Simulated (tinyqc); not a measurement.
What each parameter does: eight-band Kane k.p model.

Eight-band Kane model, basis S, X, Y, Z times spin, zero of energy at the top of the unstrained valence band, c = hbar^2/2m0. Within each spin: H_SS = Eg + A c k^2, H_SX = i P kx (likewise Y, Z), H_XX = -Dso/3 + L kx^2 + M (ky^2 + kz^2), H_XY = N kx ky, and cyclic. Spin-orbit term (Dso/3) L.sigma on X, Y, Z with (L_k)_ij = -i epsilon_kij: <X+|H|Y+> = -i Dso/3, <X+|H|Z-> = Dso/3, <Y+|H|Z-> = -i Dso/3, <Z+|H|X-> = -Dso/3, <Z+|H|Y-> = i Dso/3, <X-|H|Y-> = i Dso/3, and their conjugates; + and - are the spin along z. Terms from inversion asymmetry are left out, so every level is twofold.

P = sqrt(Ep c); A = 1/me - Ep (Eg + 2 Dso/3)/(Eg (Eg + Dso)) keeps the electron mass; g1' = g1 - Ep/(3 Eg), g2' = g2 - Ep/(6 Eg), g3' = g3 - Ep/(6 Eg) remove the coupling to S that the Luttinger values already hold; L = -c (g1' + 4 g2'), M = -c (g1' - 2 g2'), N = -6 c g3'.

Constants: hbar^2/2m0 = 3.80998211 eV angstrom^2.

Values chosen for the exercise (near those of CdTe; shifted at random, so the results belong to these values and not to a real crystal):

| symbol | value | unit | meaning |
|---|---|---|---|
| Eg | 1.583 | eV | gap at Gamma to the s-like level |
| Dso | 0.916 | eV | spin-orbit splitting |
| Ep | 18.5 | eV | Kane energy |
| me | 0.0938 | m0 | electron mass at Gamma |
| g1 | 5.27 |  | Luttinger gamma1 |
| g2 | 1.69 |  | gamma2 |
| g3 | 2.01 |  | gamma3 |
| kmax | 0.1 | 1/angstrom | end of the path |

Unstrained; levels at |k| = kmax along [110], all derived values formed anew.

Results for these values:

| case | conduction (eV) | heavy hole (eV) | light hole (eV) | split-off (eV) |
|---|---|---|---|---|
| base | 1.9185 | -0.0528 | -0.2664 | -1.0741 |

What happens to each result for Eg = 1.4247 eV, all else kept?

Answer: conduction falls from 1.9185 to 1.7559; heavy hole does not change at the printed digits; light hole rises from -0.2664 to -0.2644; split-off rises from -1.0741 to -1.0616.

The same for each parameter in turn:

| case | conduction (eV) | heavy hole (eV) | light hole (eV) | split-off (eV) |
|---|---|---|---|---|
| base | 1.9185 | -0.0528 | -0.2664 | -1.0741 |
| Eg = 1.4247 eV | 1.7559 | -0.0528 | -0.2644 | -1.0616 |
| Dso = 1.0076 eV | 1.9192 | -0.0528 | -0.2693 | -1.1601 |
| Ep = 16.65 eV | 1.9197 | -0.0528 | -0.2663 | -1.0809 |
| me = 0.1032 m0 | 1.8864 | -0.0528 | -0.2696 | -1.0758 |
| g1 = 4.743 | 1.9211 | -0.0327 | -0.2480 | -1.0550 |
| g2 = 1.859 | 1.9177 | -0.0503 | -0.2669 | -1.0753 |
| g3 = 2.211 | 1.9157 | -0.0398 | -0.2713 | -1.0793 |

Computed by tinyqc, a small Python program: `OMP_NUM_THREADS=1 python tinyqc.py 1080446 1080447 out.jsonl` (the numbers bound the seed that draws the inputs); one thread of a shared host (Intel(R) Xeon(R) Processor @ 2.30GHz), about 0.01 s for the whole set of steps.
